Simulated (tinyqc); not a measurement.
Eight-band Kane k.p model: sweeps and comparisons. A value that a table varies takes the place of the one given here.

Eight-band Kane model, basis S, X, Y, Z times spin, zero of energy at the top of the unstrained valence band, c = hbar^2/2m0. Within each spin: H_SS = Eg + A c k^2, H_SX = i P kx (likewise Y, Z), H_XX = -Dso/3 + L kx^2 + M (ky^2 + kz^2), H_XY = N kx ky, and cyclic. Spin-orbit term (Dso/3) L.sigma on X, Y, Z with (L_k)_ij = -i epsilon_kij: <X+|H|Y+> = -i Dso/3, <X+|H|Z-> = Dso/3, <Y+|H|Z-> = -i Dso/3, <Z+|H|X-> = -Dso/3, <Z+|H|Y-> = i Dso/3, <X-|H|Y-> = i Dso/3, and their conjugates; + and - are the spin along z. Terms from inversion asymmetry are left out, so every level is twofold.

P = sqrt(Ep c); A = 1/me - Ep (Eg + 2 Dso/3)/(Eg (Eg + Dso)) keeps the electron mass; g1' = g1 - Ep/(3 Eg), g2' = g2 - Ep/(6 Eg), g3' = g3 - Ep/(6 Eg) remove the coupling to S that the Luttinger values already hold; L = -c (g1' + 4 g2'), M = -c (g1' - 2 g2'), N = -6 c g3'.

Constants: hbar^2/2m0 = 3.80998211 eV angstrom^2.

Parameters, chosen for this exercise (near those of GaSb; shifted at random, so the results belong to these values and not to a real crystal): Eg = 0.807 eV (gap at Gamma to the s-like level); Dso = 0.774 eV (spin-orbit splitting); Ep = 27.4 eV (Kane energy); me = 0.0394 m0 (electron mass at Gamma); g1 = 13.35 (Luttinger gamma1); g2 = 4.69 (gamma2); g3 = 6.01 (gamma3); kmax = 0.05 1/angstrom (end of the path).

## Non-parabolicity of the conduction band

Unstrained, along [110], six points up to kmax. Parabolic: E = c k^2/me. Two-band form: E (1 + alpha E) = c k^2/me with alpha = (1 - me)^2/Eg. The column alpha(k) solves that form for alpha with the eight-band energy. Energies from the conduction edge.

Energies:
```
|k| (1/angstrom)  parabolic (eV)  two-band (eV)  eight-band (eV)  alpha(k) (1/eV)  parabolic / eight-band
0.0083                    0.0067         0.0067           0.0067            1.355                   1.009
0.0167                    0.0269         0.0261           0.0259            1.360                   1.035
0.0250                    0.0604         0.0568           0.0561            1.368                   1.077
0.0333                    0.1074         0.0967           0.0950            1.378                   1.131
0.0417                    0.1679         0.1441           0.1404            1.391                   1.195
0.0500                    0.2418         0.1973           0.1906            1.406                   1.268
```

alpha = 1.143 1/eV

How do the results move?

At the last point the parabola lies a factor 1.27 above the eight-band value, and the two-band form 6.6 meV above it. The parabola stays within 5 % up to |k| = 0.0167 1/angstrom of the points listed. alpha(k) goes from 1.355 to 1.406 1/eV, a spread of 3.8 % over this range; the simple rule gives 1.143, 16 % below the first value, as it knows neither Dso nor the remote terms.

## Four, six or eight bands for the holes

Unstrained, along [100]. Six bands: the X, Y, Z block alone with the full g1, g2, g3 in L, M, N. Four bands: the same with Dso sent to infinity. HH, LH and SO name the pairs from the top.

Valence levels (eV):
```
|k| (1/angstrom)     HH 4     HH 6     HH 8     LH 4     LH 6     LH 8     SO 6     SO 8
0.0083            -0.0011  -0.0011  -0.0011  -0.0060  -0.0060  -0.0060  -0.7775  -0.7761
0.0167            -0.0042  -0.0042  -0.0042  -0.0241  -0.0238  -0.0232  -0.7884  -0.7823
0.0250            -0.0095  -0.0095  -0.0095  -0.0541  -0.0528  -0.0502  -0.8071  -0.7927
0.0333            -0.0168  -0.0168  -0.0168  -0.0962  -0.0920  -0.0849  -0.8348  -0.8074
0.0417            -0.0263  -0.0263  -0.0263  -0.1503  -0.1397  -0.1252  -0.8730  -0.8265
0.0500            -0.0378  -0.0378  -0.0378  -0.2165  -0.1939  -0.1695  -0.9237  -0.8501
```

How do the results move?

At |k| = 0.0500 the heavy holes of the three models span 0.0 meV and the light holes 47.0 meV. The split-off band moves the light hole by +22.6 meV and treating the conduction band exactly moves it by +24.5 meV more; the two matter about equally here, where the four-band light-hole energy is 0.28 times Dso and 0.27 times Eg.

## What each parameter does

Unstrained; levels at |k| = kmax along [110], all derived values formed anew. Each row changes one parameter from the base and keeps the others.

Results:
```
case             conduction (eV)  heavy hole (eV)  light hole (eV)  split-off (eV)
base                      0.9976          -0.0177          -0.1791         -0.8548
Eg = 0.7263 eV            0.9154          -0.0178          -0.1785         -0.8448
Dso = 0.6966 eV           0.9971          -0.0177          -0.1770         -0.7818
Ep = 30.14 eV             0.9990          -0.0178          -0.1806         -0.8493
me = 0.0433 m0            0.9795          -0.0177          -0.1818         -0.8557
g1 = 12.015               0.9997          -0.0050          -0.1679         -0.8426
g2 = 4.221                0.9983          -0.0189          -0.1790         -0.8544
g3 = 5.409                1.0002          -0.0272          -0.1747         -0.8523
```

What does this show?

The largest shifts from the base row, up to three for each result and ties (the steps differ in size, so this ranks the rows, not the parameters). conduction (eV): Eg -0.0823, me -0.0182, g3 +0.0026. heavy hole (eV): g1 +0.0127, g3 -0.0094, g2 -0.0012; unchanged at the printed digits by Dso and me. light hole (eV): g1 +0.0112, g3 +0.0044, me -0.0027. split-off (eV): Dso +0.0730, g1 +0.0122, Eg +0.0100.

Program tinyqc; command `OMP_NUM_THREADS=1 python tinyqc.py 1050195 1050196 out.jsonl`; about 0.01 s on one thread of a shared Intel(R) Xeon(R) Processor @ 2.30GHz.
